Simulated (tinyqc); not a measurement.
Hall effect and magnetoresistance of several carrier groups with constant relaxation times: one step, computed by the program tinyqc.

Group 1 has charge -e and group 2 charge +e; s_i is that sign. B lies along z; mu B is formed with mu in m^2/(V s).

Problem. Conductivity of each group. sigma_xx = sum n_i e mu_i/(1 + mu_i^2 B^2); sigma_xy = sum s_i n_i e mu_i^2 B/(1 + mu_i^2 B^2).

Inputs (values chosen for the exercise, for a model conductor): density n1 = 3.7e+12 1/cm^2; mobility mu1 = 31000 cm^2/(V s); density n2 = 5.1e+11 1/cm^2; mobility mu2 = 1000 cm^2/(V s); magnetic field B = 9.6 T.

Carriers: electrons and holes. Densities: per area (a thin layer).

Constants: e = 1.602176634e-19 C.

Give: Parts (S); sigma_xx; sigma_xy; sigma at B = 0.

Solution.

Parts (S):
```
group     mu B   sigma_xx    sigma_xy
group 1  29.76  2.073e-05  -6.168e-04
group 2   0.96  4.252e-05   4.082e-05
```

sigma_xx = 6.325e-05 S

sigma_xy = -5.760e-04 S

sigma at B = 0 = 0.01846 S
